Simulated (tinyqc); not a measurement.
Octagonal on-chip spiral inductor, lumped pi model: one step of the calculation.

Outer diameter do = di + 2 n wd + 2 (n - 1) sp, mean da = (do + di)/2, fill p = (do - di)/(do + di), length l = 3.314 n da. L = 2.25 mu0 n^2 da/(1 + 3.55 p), mu0 = 4 pi 1e-7 H/m. Rs = rho l/(wd delta (1 - exp(-th/delta))), delta = sqrt(rho/(pi f mu0)). Cs = n wd^2 eps0 eo/hu across the coil. At each end Cox = l wd eps0 eo/(2 ho) leads to the substrate branch Rsi = 2 rs he/(l wd) in parallel with Csi = l wd eps0 11.7/(2 he). With one end grounded Y = 1/(Rs + i w L) + i w Cs + 1/[1/(i w Cox) + 1/(1/Rsi + i w Csi)], w = 2 pi f; Q = -Im Y/Re Y. Eddy currents in neighbouring turns and in the substrate are left out.

Problem. Geometry and model elements. do, l, L, delta, Rs, Cs, Cox, Rsi and Csi as defined.

Inputs (values chosen for the exercise); values of the order met in silicon radio-frequency processes: number of turns n = 4.5; line width wd = 15 um; space between turns sp = 3 um; inner diameter di = 60 um; metal thickness th = 2 um; metal resistivity rho = 1.9 uohm cm; oxide below the coil ho = 6.1 um; oxide between coil and underpass hu = 1.1 um; relative permittivity of the oxide eo = 3; substrate resistivity rs = 1000 ohm cm; effective spreading depth in the substrate he = 80 um; frequency f = 8.3 GHz.

Constants: eps0 = 8.8541878128e-12 F/m. Results are converted to the units shown.

Find: do; l; L; delta; Rs; Cs; Cox; Rsi; Csi.

Solution.

do = 216.00 um
l = 2058.0 um
L = 2.6280 nH
delta = 0.76148 um
Rs = 3.6903 ohm
Cs = 24.450 fF
Cox = 67.212 fF
Rsi = 51830 ohm
Csi = 19.987 fF

Computed by the program tinyqc: `OMP_NUM_THREADS=1 python tinyqc.py 2302095 2302096 out.jsonl`, one thread of a shared Intel Xeon 2.30GHz, about 0.01 s for the whole run.
